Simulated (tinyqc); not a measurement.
Inside a calculation. Model: off-state leakage of single and stacked transistors.

Computed by the program tinyqc: `OMP_NUM_THREADS=1 python tinyqc.py 2242061 2242062 out.jsonl`, one thread of a shared Intel Xeon 2.30GHz, about 0.03 s for the whole run. Printed values are rounded.

n-channel devices of unit width. Subthreshold current I(Vg, Vs, Vd) = I0 (T/300 K)^0.5 exp[(Vg - Vs - VT(T) - gb (Vs - Vb) + dd (Vd - Vs))/(nf Vt)] (1 - exp(-(Vd - Vs)/Vt)), VT(T) = VT - cT (T - 300 K). Gate-edge tunnelling Ig (Vd/1 V) exp(ag (Vd - 1 V)), for a gate at 0 V, and band-to-band leakage Ab u exp(-Bb/u), u = Vd - Vb + 1 V, flow at a drain held at V; both are taken as independent of T. In a stack of off transistors (all gates at 0 V) the same subthreshold current passes through each.

Values chosen for this exercise; values of the order met in bulk silicon logic transistors:
- T = 300 K (temperature)
- V = 1.2 V (supply voltage)
- VT = 0.31 V (threshold at 300 K, zero drain and body bias)
- cT = 0.9 mV/K (fall of the threshold with temperature)
- I0 = 0.92 uA/um (current at threshold at 300 K)
- nf = 1.31 (slope factor)
- dd = 0.14 (drain-induced lowering per volt)
- gb = 0.15 (rise of the threshold per volt of source-body bias)
- Ig = 3e-5 uA/um (gate-edge tunnelling current at 1 V)
- ag = 5.5 1/V (exponential slope of the gate current)
- Ab = 200 uA/(um V) (prefactor of band-to-band leakage at the drain)
- Bb = 25 V (its exponential voltage)
- Vb = 0 V (body voltage)

Constants: q = 1.602176634e-19 C, kB = 1.380649e-23 J/K, Vt = kB T/q. Results are converted to the units shown.

## Leakage of one transistor

Vg = Vs = 0, Vd = V; effective threshold VT(T) - gb Vb - dd V.

effective threshold = 0.142 V
parts (nA/um): subthreshold 13.8931, gate edge 0.108150, band-to-band 5.10844
total = 19.1097 nA/um
shares (%): subthreshold 72.7019, gate edge 0.565943, band-to-band 26.7322

The subthreshold part is the largest.

## Starting value

Vx = dd V/(1 + gb + 2 dd), the solution for Vx well above Vt, rounded to three decimals.

Vx at the start = 0.117 V

## Iteration 1: new Vx

Stack of two, Vx the node between them: I_low = I(0, 0, Vx), I_up = I(0, Vx, V), f = ln(I_up/I_low), f' = -(1 + gb + 2 dd)/(nf Vt) - 1/(Vt (exp(Vx/Vt) - 1)) - 1/(Vt (exp((V - Vx)/Vt) - 1)), Vx(new) = Vx - f/f'.

I_low = 0.156213 nA/um
I_up = 0.161173 nA/um
f = 0.0312598
f' = -42.6485 1/V
Vx after iteration 1 = 0.117733 V

## Iteration 2: new Vx

As before.

I_low = 0.156735 nA/um
I_up = 0.156736 nA/um
f = 4.40460e-6
f' = -42.6365 1/V
Vx after iteration 2 = 0.117733 V

## Course of the iteration

Stop when the step is below 1e-11 V, or after 40 iterations.

Course of the iteration:

| iteration | Vx before the step (V) | step (V) |
|---|---|---|
| 1 | 0.117 | 7.33e-4 |
| 2 | 0.117733 | 1.03e-7 |
| 3 | 0.117733 | 1.97e-15 |

Converged in 3 iterations. The subthreshold current of the stack is 0.1567 nA/um, 88.6 times less than that of one transistor (the drain leakage is unchanged); the estimate exp[dd V (1 + gb + dd)/((1 + gb + 2 dd) nf Vt)] gives 87.8.
